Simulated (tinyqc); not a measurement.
Model-solid line-up of a strained alloy layer on a substrate, step by step. Values are carried at full precision from step to step, so a last printed digit may differ when a step is redone from the rounded ones.

All values of the alloy are linear in x but the gap, Eg(x) = (1 - x) Eg_A + x Eg_B - C x (1 - x), and the valence edge, Ev(x) = (1 - x) Ev_A + x Ev_B + fv C x (1 - x); Ec = Ev + Eg. Ev is the top of the unstrained valence band on a scale common to all materials. In the layer only the Gamma valley of the conduction band is followed, also where an X or L valley would lie lower.

Inputs chosen for the exercise (A near InAs, B near GaAs, substrate near InAs; the results hold for these values, not for the real material): a = (6.062, 5.655) angstrom (lattice constant of A, B); Eg = (0.416, 1.517) eV (gap at Gamma to the s-like level of A, B); Dso = (0.393, 0.342) eV (spin-orbit splitting of A, B); Ev = (-0.59, -0.79) eV (top of the unstrained valence band of A, B); ac = (-5.08, -7.23) eV (conduction deformation potential of A, B); av = (1, 1.16) eV (valence hydrostatic potential of A, B); b = (-1.82, -2.01) eV (tetragonal shear potential of A, B); d = (-3.56, -4.85) eV (trigonal shear potential of A, B); C11 = (83.8, 122.4) GPa (of A, B); C12 = (45.6, 56.3) GPa (of A, B); C44 = (39.8, 60) GPa (of A, B); C = 0.456 eV (bowing of the gap); fv = 0 (share of the bowing taken by the valence edge); x = 0.14 (fraction of B); a_s = 6.062 angstrom (substrate); face = 001 (growth face); Eg_s = 0.416 eV (lowest gap of the substrate); Ev_s = -0.59 eV (substrate valence edge).

## Values of the alloy

Interpolate.

Alloy at x (a in angstrom, C11, C12, C44 in GPa, all else in eV):
```
symbol    value
a        6.0050
Eg       0.5152
Dso      0.3859
Ev      -0.6180
ac      -5.3810
av       1.0224
b       -1.8466
d       -3.7406
C11     89.2040
C12     47.0980
C44     42.6280
```

## Strain on the (001) substrate

Coherent growth on a (001) face: e_par = (a_s - a)/a, e_perp = -2 (C12/C11) e_par; exx = eyy = e_par, ezz = e_perp, no shear.

Use the values of the alloy.

e_par = 0.009489
e_perp = -0.010020

strain tensor in the cubic axes:
```
          x         y          z
x  0.009489  0.000000   0.000000
y  0.000000  0.009489   0.000000
z  0.000000  0.000000  -0.010020
```

The layer is under tension in the plane; its volume changes by +0.896 %.

## Strained band edges

Strained edges: Ec + ac tr(e); the valence edges are Ev plus the levels of the 6 x 6 matrix of X, Y, Z times spin with -Dso/3 + l exx + m (eyy + ezz) on the diagonal (cyclic), n exy off it, l = av + 2 b, m = av - b, n = sqrt(3) d. Spin-orbit term (Dso/3) L.sigma on X, Y, Z with (L_k)_ij = -i epsilon_kij: <X+|H|Y+> = -i Dso/3, <X+|H|Z-> = Dso/3, <Y+|H|Z-> = -i Dso/3, <Z+|H|X-> = -Dso/3, <Z+|H|Y-> = i Dso/3, <X-|H|Y-> = i Dso/3, and their conjugates; + and - are the spin along z.

Give the hydrostatic shifts, the strain block and the edges.

ac tr(e), av tr(e) (eV): -0.0482  0.0092

strain block (eV), lower triangle:
```
         X        Y       Z
X  -0.0269
Y        0  -0.0269
Z        0        0  0.0812
```

Ec and the three valence edges from the top (eV): -0.1510  -0.5668  -0.6449  -1.0008

strained gap = 0.4158 eV

Strain moves the gap by -99 meV: -57 meV from the volume and -42 meV from the splitting of the valence edge, which always raises the top.

## Offsets against the substrate material

dEc = Ec(substrate) - Ec(layer), dEv = Ev(layer) - Ev(substrate); positive values confine the carrier in the layer. Type I: both of one sign; type II: opposite signs; type III: the gaps do not overlap.

Give also the smallest gap across the interface, min Ec - max Ev.

dEc = -0.0230 eV
dEv = 0.0232 eV

type: II

smallest gap = 0.3928 eV

Electrons collect in the substrate material and holes in the layer. An offset this small is within the spread of parameter sets, so the type is not settled by this model.

## Critical thickness (Matthews-Blakeslee, single layer)

h = K (ln(h/b) + 1) with K = b (1 - nu/4)/(4 pi |e_par| (1 + nu)) for 60-degree dislocations, b = a/sqrt(2) the Burgers vector (not the shear potential of the table), nu = C12/(C11 + C12). Iterate from h = 10 b until h changes by less than 1e-6 of itself.

b (Burgers vector) = 4.2462 angstrom
nu = 0.3455
K = 24.18 angstrom

first iterates (angstrom): 42.5  79.9  95.1  99.4  100.4  100.7

critical thickness = 10.07 nm

Thicker layers can relax, and the strained edges then no longer apply; metastable growth often exceeds this equilibrium value.

## Checks

- Valence edges against the closed form for (001) strain: they agree to 1e-10 or better.

(tinyqc, `OMP_NUM_THREADS=1 python tinyqc.py 1050638 1050639 out.jsonl`, Intel(R) Xeon(R) Processor @ 2.30GHz, 1 thread, shared host, about 0.01 s.)
